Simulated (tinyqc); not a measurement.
Koster-Slater impurity in a tight-binding band, by Green functions and by supercells: one step, computed by the program tinyqc. Command: `OMP_NUM_THREADS=1 python tinyqc.py 3009281 3009282 out.jsonl kosterslater walk`. One thread of a shared host (Intel(R) Xeon(R) Processor @ 2.30GHz), about 0.02 s of CPU time with the checks.

One orbital per site, e(k) = -2 t sum cos(k_i) over 2 direction(s), band from -4 t to 4 t, lattice constant 1. One site has the extra energy U. Spin is left out.

Task: The host Green function outside the band. Outside the band G0(E) = (2/(pi E)) K(m), m = 16 t^2/E^2, K the complete elliptic integral with parameter m. A bound state solves 1/U = G0(E). Energies: 0.05, 0.2, 0.5, 1, 2, 4 and 8 t beyond the band edge on the side of U, rounded to four digits.

Inputs (values chosen for the exercise, for a model band): hopping t = 0.69 eV; impurity potential U = 1.58 eV.

Lattice: square.

Give: Scan on the side of U.

Result:

Scan on the side of U:

| E (eV) | G0 (1/eV) | 1/U - G0 (1/eV) |
|---|---|---|
| 2.794 | 0.7430 | -0.1101 |
| 2.898 | 0.5739 | 0.0590 |
| 3.105 | 0.4583 | 0.1746 |
| 3.450 | 0.3682 | 0.2647 |
| 4.140 | 0.2783 | 0.3546 |
| 5.520 | 0.1944 | 0.4385 |
| 8.280 | 0.1244 | 0.5086 |

G0 diverges at the band edge, so any U binds a state, exponentially weakly when U is small.
